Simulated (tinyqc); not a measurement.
## Threshold-voltage variability of a planar MOSFET, analytic estimates: effect of the metal grain size

Three independent sources add in quadrature: random dopants in the depleted layer, metal-gate grains of two orientations, and roughness of the two gate edges acting through the roll-off VT = VT(long) - Vr exp(-L/l). These are first-order estimates: no three-dimensional electrostatics, no percolation.

ni = sqrt(Nc Nv) exp(-Eg/(2 Vt)), Eg in volts; Cox = 3.9 eps0/ti; Wd = sqrt(4 eps0 eps_r Vt ln(Na/ni)/(q Na)); dopants: s1 = (q/Cox) sqrt(Na Wd/(3 L W)). Grains: Ng = L W/G^2 (at least 1), s2 = dW sqrt(p (1 - p)/Ng). Edges, with exponential correlation and u = W/La: the mean gate length has sL^2 = 2 De^2 (2/u)[1 - (1 - exp(-u))/u]; s3 = sL (Vr/l) exp(-L/l). s = sqrt(s1^2 + s2^2 + s3^2). l and Vr are held fixed.

Parameters, values chosen for the exercise; material values close to those of silicon: temperature T = 325 K; band gap Eg = 1.14 eV; relative permittivity of the semiconductor eps_r = 11.7; conduction-band density of states at T Nc = 3.11e19 cm^-3; valence-band density of states at T Nv = 2.93e19 cm^-3; channel doping Na = 5.1e18 cm^-3; oxide-equivalent thickness in inversion ti = 2.2 nm; gate length L = 65 nm; gate width W = 180 nm; work-function difference of the two grain orientations dW = 0.2 eV; share of the orientation of higher work function p = 0.3; rms roughness of one gate edge De = 1.6 nm; correlation length of the roughness La = 30 nm; decay length of the threshold roll-off l = 12 nm; prefactor of the roll-off Vr = 1.2 V.

Constants: q = 1.602176634e-19 C, kB = 1.380649e-23 J/K, Vt = kB T/q, eps0 = 8.8541878128e-14 F/cm where lengths are in cm. Results are converted to the units shown.

The same in every row: s1 (mV) = 15.681; s3 (mV) = 0.52986.

Effect of the metal grain size:

| G (nm) | s2 (mV) | s (mV) | s sqrt(L W) (mV um) |
|---|---|---|---|
| 2 | 1.6946 | 15.781 | 1.7070 |
| 3 | 2.5420 | 15.894 | 1.7193 |
| 5 | 4.2366 | 16.252 | 1.7579 |
| 7 | 5.9312 | 16.774 | 1.8143 |
| 10 | 8.4732 | 17.832 | 1.9288 |
| 14 | 11.862 | 19.670 | 2.1276 |
| 20 | 16.946 | 23.094 | 2.4980 |

As G goes from 2 to 20 nm, s rises from 15.8 to 23.1 mV. The largest source is the dopants in the first row and the grains in the last.

tinyqc, about 0.01 s, one thread, Intel Xeon 2.30GHz (shared host): `OMP_NUM_THREADS=1 python tinyqc.py 2090090 2090091 out.jsonl`
